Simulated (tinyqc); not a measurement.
Nuclear against electronic stopping over energy: ion implantation: universal nuclear stopping, Lindhard-Scharff electronic stopping and a Gaussian range profile. Computed by tinyqc, a small Python program. Command: `OMP_NUM_THREADS=1 python tinyqc.py 3022252 3022253 out.jsonl implant walk`. One thread of a shared host (Intel(R) Xeon(R) Processor @ 2.30GHz), about 0.08 s of CPU time with the checks.

An ion slows by elastic collisions with screened nuclei and by friction with electrons; channelling is ignored and the target is uniform.

Inputs (values chosen for the exercise, modelled on carbon ions in aluminium):
```
quantity                               value    unit
ion atomic number Z1                       6       -
ion mass M1                               12       u
target atomic number Z2                   13       -
target mass M2                         26.98       u
target density N                        60.2  1/nm^3
scale factor of electronic stopping k      1       -
```

Method:
- Reduced energy eps = 32.53 M2 E/(Z1 Z2 (M1 + M2)(Z1^0.23 + Z2^0.23)), E in keV; s_n = ln(1 + 1.1383 eps)/(2 (eps + 0.01321 eps^0.21226 + 0.19593 eps^0.5)) for eps up to 30 and ln(eps)/(2 eps) above; S_n = 8.462 Z1 Z2 M1 s_n/((M1 + M2)(Z1^0.23 + Z2^0.23)) in 1e-15 eV cm^2.
- S_e = k 3.83 Z1^(7/6) Z2/(Z1^(2/3) + Z2^(2/3))^(3/2) sqrt(E/M1) in 1e-15 eV cm^2, E in keV.
- Path length R = int_0^E dE'/(N (S_n + S_e)); energy lost to nuclei nu = int_0^E S_n/(S_n + S_e) dE' (both with E' = E y^3 and 64 Gauss-Legendre points in y).

Stopping (1e-15 eV cm^2) and range:
```
E (keV)         eps     S_n     S_e  R (nm)     nu/E
1        8.7107e-02  18.968   4.430    11.2  0.84089
2        1.7421e-01  20.921   6.265    17.7  0.81499
5        4.3554e-01  21.434   9.906    34.6  0.76031
10       8.7107e-01  19.799  14.009    59.9  0.69608
20       1.7421e+00  16.624  19.811   107.2  0.60591
50       4.3554e+00  11.441  31.325   233.1  0.45045
100      8.7107e+00   7.871  44.300   408.2  0.32490
200      1.7421e+01   5.097  62.649   685.5  0.21513
500      4.3554e+01   2.657  99.057  1274.0  0.11204
```

What does the comparison show, and why?

Nuclear stopping peaks near 5 keV among these rows (eps = 0.44; the universal curve peaks near 0.3). Electronic stopping overtakes it between 10 and 20 keV. The path length grows as E^0.66 at the low end and E^0.68 at the high end; constant stopping would give E^1, and stopping that rises with E, be it nuclear (below its peak) or electronic, gives a lower exponent.

Extremes, crossings and ranges named in words are read from the listed rows.
